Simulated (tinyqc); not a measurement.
# Lateral field, substrate current, probability of reaching the oxide barrier and hot-carrier lifetime of a silicon transistor (pseudo-two-dimensional and lucky-electron models), step by step

A worked calculation. Computed by tinyqc, a small Python program that keeps every step. Command: `OMP_NUM_THREADS=1 python tinyqc.py 3002149 3002150 out.jsonl hotcar walk`. One thread of a shared host (Intel(R) Xeon(R) Processor @ 2.30GHz), about 0.01 s of CPU time with the checks. Intermediate numbers are printed to about 6 digits and carried at full precision; extremes and crossings named in words are read from the listed rows.

Local-field models: a lucky carrier gains its energy at the peak field over a path free of collisions. Voltages are magnitudes.

Inputs (values chosen for the exercise, modelled on a silicon n-channel):
```
quantity                           value                      unit
channel length L                     540                        nm
oxide thickness t                     13                        nm
junction depth x_j                   180                        nm
mobility mu                          300                cm^2/(V s)
saturation velocity v_s             0.83                  1e7 cm/s
threshold voltage V_T               0.49                         V
gate voltage V_G                     1.4                         V
drain voltage V_D                    3.4                         V
ionisation prefactor A_i           2e+06                      1/cm
ionisation field B_i                1.75                     MV/cm
hot-carrier mean free path lambda    8.7                        nm
oxide barrier phi_b                  3.1                        eV
interface-trap threshold phi_it      3.7                        eV
lifetime constant H                  200  s microampere/micrometre
```

Drain: abrupt.

Constants: eps_0 = 8.8541878128e-12 F/m.

## Saturation point and current

C_ox = 3.9 eps_0/t; F_sat = 2 v_s/mu; V_Dsat = V_ov F_sat L/(V_ov + F_sat L), V_ov = V_G - V_T; I_D/W = C_ox v_s (V_ov - V_Dsat).

F_sat = 55.3333 kV/cm

V_Dsat = 0.697558 V

drain current I_D/W = 46.8370 microampere/micrometre

## Peak lateral field

Scale length l = 0.22 t^(1/3) x_j^(1/2) (all in cm); F_m = sqrt(((V_D - V_Dsat)/l_e)^2 + F_sat^2), with l_e = l; length of the velocity-saturated region l_e ln((V_D - V_Dsat)/(l_e F_sat) + F_m/F_sat).

scale length l = 101.869 nm

peak field F_m = 270.996 kV/cm

velocity-saturated length = 231.373 nm

energy gained over one free path, e lambda F_m = 0.235767 eV

The field rises from F_sat to F_m as cosh(x/l_e), a factor 4.9, over 43 % of L. Caution: the empirical formula for l was fitted to oxides of about 15 nm or more; for thinner ones it is an extrapolation. Caution: e V_D is below phi_b or phi_it, so the available energy, not the field, limits hot carriers, and the lucky-electron formulas overstate them.

## Hot-carrier currents and lifetime

Substrate current I_sub/I_D = (A_i/B_i)(V_D - V_Dsat) exp(-B_i/F_m); probability of reaching the oxide barrier exp(-phi_b/(e lambda F_m)); lifetime tau = (H/(I_D/W)) exp(phi_it/(e lambda F_m)).

I_sub/I_D = 0.00484426

substrate current I_sub/W = 0.226891 microampere/micrometre

probability of reaching phi_b = 1.94825e-06

lifetime tau = 2.79271e+07 s

exponent m = phi_it/(e lambda B_i) = 2.43021

Since both exponentials depend on 1/F_m, tau I_D scales about as (I_sub/I_D)^(-m) with m = 2.43, which lets I_sub serve as the monitor. The lifetime is 0.0885 times ten years (3.156e8 s).

## Substrate current against gate voltage

The formulas are those given above.

At the given drain voltage:
```
V_G (V)  V_Dsat (V)  I_D/W (microampere/micrometre)  F_m (kV/cm)  I_sub/W (microampere/micrometre)      tau (s)
0.65        0.15187                           1.793      323.621                          0.029834  5.68552e+07
0.81        0.28904                           6.825      310.362                          0.086330  2.61859e+07
1.10        0.50658                          22.801      289.374                          0.178213  2.11749e+07
1.40        0.69756                          46.837      270.996                          0.226891  2.79271e+07
1.80        0.91072                          88.029      250.548                          0.231890  5.34850e+07
2.30        1.12719                         150.538      229.871                          0.193164  1.43990e+08
2.80        1.30281                         222.055      213.179                          0.144856  4.15581e+08
3.30        1.44813                         300.250      199.436                          0.103539  1.21522e+09
3.70        1.54751                         366.528      190.083                          0.077896  2.84272e+09
```

I_sub peaks at V_G = 1.8 V, 0.53 V_D: a higher gate voltage brings more carriers but raises V_Dsat and so lowers F_m. The shortest lifetime among the rows lies at V_G = 1.1 V, below that of the largest I_sub, since tau depends more steeply on the field.

## Extrapolating accelerated tests

V_10 solves tau = 3.156e8 s at the given V_G. The extrapolation fits ln(tau) against 1/V_D at 1, 1.08, 1.16 and 1.25 times the given V_D (rounded to 3 digits) by least squares and reads off the same tau.

Stress points:
```
V_D (V)  1/V_D (1/V)      tau (s)
3.40        0.294118  2.79271e+07
3.67        0.272480  7.07064e+06
3.94        0.253807  2.22565e+06
4.25        0.235294  7.26757e+05
```

ten-year drain voltage V_10 = 3.02130 V

V_10 from the 1/V_D extrapolation = 2.99904 V

The extrapolation is 22 mV below the true value: ln(tau) is nearly linear in 1/(V_D - V_Dsat), not in 1/V_D, so the straight line errs on the safe side when one extrapolates down. At V_10 the available energy e V_D is below phi_it, so the model understates the lifetime there.

Checks made by the program: voltage drop as the integral of F_sat cosh(x/l_e) over the saturated length (relative difference below 1e-10).
